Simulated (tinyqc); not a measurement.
Worked calculation: CCSD on RHF in the sto-3g basis, frozen core, for BeH2, spin multiplicity 1. One step of it, computed by the program tinyqc.

Problem. CCSD: starting amplitudes. t_ij^ab = <ij||ab> / (e_i + e_j - e_a - e_b), whose energy is MP2.

orbital energies (hartree): MO1 -4.529531, MO2 -0.428192, MO3 -0.385440, MO4 0.210286, MO5 0.213849, MO6 0.388255, MO7 0.751713

Two-electron integrals over orbitals (pq|rs), unique and non-zero (hartree); the lowest 1 orbital is frozen and left out:
```
(22|22) 0.388402    (32|22) -0.035526   (32|32) 0.153118    (33|22) 0.385504
(33|32) 0.029228    (33|33) 0.421680    (42|22) 0.007749    (42|32) -0.001257
(42|33) 0.008538    (42|42) 0.047725    (43|22) -0.001853   (43|32) 0.011673
(43|33) 0.003383    (43|42) 0.003362    (43|43) 0.014729    (44|22) 0.356095
(44|32) 0.000052    (44|33) 0.340089    (44|42) -0.023700   (44|43) -0.002929
(44|44) 0.451933    (52|52) 0.047437    (53|52) 0.003406    (53|53) 0.013316
(54|52) -0.007921   (54|53) -0.000865   (54|54) 0.025283    (55|22) 0.357457
(55|32) 0.000053    (55|33) 0.340254    (55|42) -0.008614   (55|43) -0.001292
(55|44) 0.400420    (55|55) 0.449859    (62|22) -0.017900   (62|32) 0.010586
(62|33) -0.039116   (62|42) -0.003806   (62|43) 0.000027    (62|44) 0.058450
(62|55) 0.062640    (62|62) 0.080305    (63|22) 0.018385    (63|32) -0.088847
(63|33) -0.023213   (63|42) -0.000046   (63|43) -0.010141   (63|44) 0.009896
(63|55) 0.010450    (63|62) 0.004709    (63|63) 0.085686    (64|22) 0.002196
(64|32) -0.000579   (64|33) -0.003819   (64|42) 0.041055    (64|43) 0.004636
(64|44) -0.002577   (64|55) 0.006716    (64|62) 0.019103    (64|63) 0.003145
(64|64) 0.045804    (65|52) 0.045793    (65|53) 0.005266    (65|54) -0.005088
(65|65) 0.048779    (66|22) 0.381233    (66|32) 0.007126    (66|33) 0.394383
(66|42) 0.021279    (66|43) 0.003078    (66|44) 0.352391    (66|55) 0.357357
(66|62) -0.023745   (66|63) -0.008510   (66|64) 0.013009    (66|66) 0.404593
(72|22) 0.010001    (72|32) -0.039927   (72|33) -0.004322   (72|42) 0.002625
(72|43) -0.009806   (72|44) -0.008164   (72|55) -0.008313   (72|62) -0.014885
(72|63) 0.059673    (72|64) -0.001227   (72|66) 0.000568    (72|72) 0.058235
(73|22) -0.000922   (73|32) 0.001045    (73|33) -0.018044   (73|42) -0.013793
(73|43) -0.002410   (73|44) 0.066357    (73|55) 0.066998    (73|62) 0.074247
(73|63) 0.014782    (73|64) 0.009129    (73|66) -0.021057   (73|72) -0.007167
(73|73) 0.084869    (74|22) 0.004866    (74|32) -0.022812   (74|33) -0.004823
(74|42) -0.002931   (74|43) 0.011357    (74|44) 0.000390    (74|55) -0.000019
(74|62) -0.001918   (74|63) 0.014329    (74|64) -0.000977   (74|66) -0.001855
(74|72) 0.004310    (74|73) -0.000309   (74|74) 0.020520    (75|52) -0.003243
(75|53) 0.013100    (75|54) 0.000230    (75|65) -0.001279   (75|75) 0.016901
(76|22) -0.029218   (76|32) 0.134942    (76|33) 0.029118    (76|42) -0.001892
(76|43) 0.013085    (76|44) -0.000113   (76|55) -0.000400   (76|62) 0.008007
(76|63) -0.089619   (76|64) -0.001533   (76|66) 0.008520    (76|72) -0.049258
(76|73) -0.000672   (76|74) -0.019846   (76|76) 0.133349    (77|22) 0.408948
(77|32) -0.012071   (77|33) 0.420984    (77|42) 0.001962    (77|43) -0.000876
(77|44) 0.381660    (77|55) 0.380740    (77|62) -0.023242   (77|63) 0.005331
(77|64) -0.004818   (77|66) 0.414979    (77|72) 0.005808    (77|73) 0.000806
(77|74) 0.001497    (77|76) -0.008488   (77|77) 0.462360
```

Give: Starting amplitudes; correlation energy.

Solution.

Starting amplitudes (spin orbitals 1a, 1b, ...; amplitudes related by a flip of all spins are not repeated; the 24 largest):
```
from      to        t
3a 3b  6a 6b  -0.0554
2a 2b  6a 6b  -0.0492
2a 3b  6a 7b  -0.0380
2a 2b  4a 4b  -0.0374
3a 3b  7a 7b  -0.0373
2a 2b  5a 5b  -0.0369
2a 3b  6b 7a   0.0305
2a 2b  7a 7b  -0.0247
3a 3b  4a 4b  -0.0124
3a 3b  5a 5b  -0.0111
2a 3b  4a 7b   0.0078
3a 3b  6a 7b  -0.0077
2a 3a  6a 7a  -0.0075
2a 2b  6a 7b   0.0075
3a 3b  4a 6b   0.0074
2a 3b  4b 7a  -0.0055
2a 3b  7a 7b   0.0031
2a 3b  6a 6b  -0.0030
2a 3b  5a 5b  -0.0027
2a 3b  4a 4b  -0.0027
2a 2b  4a 6b   0.0026
2a 3a  4a 7a   0.0022
2a 2b  4a 7b  -0.0014
3a 3b  4a 7b   0.0014
```

correlation energy = -0.027756 hartree
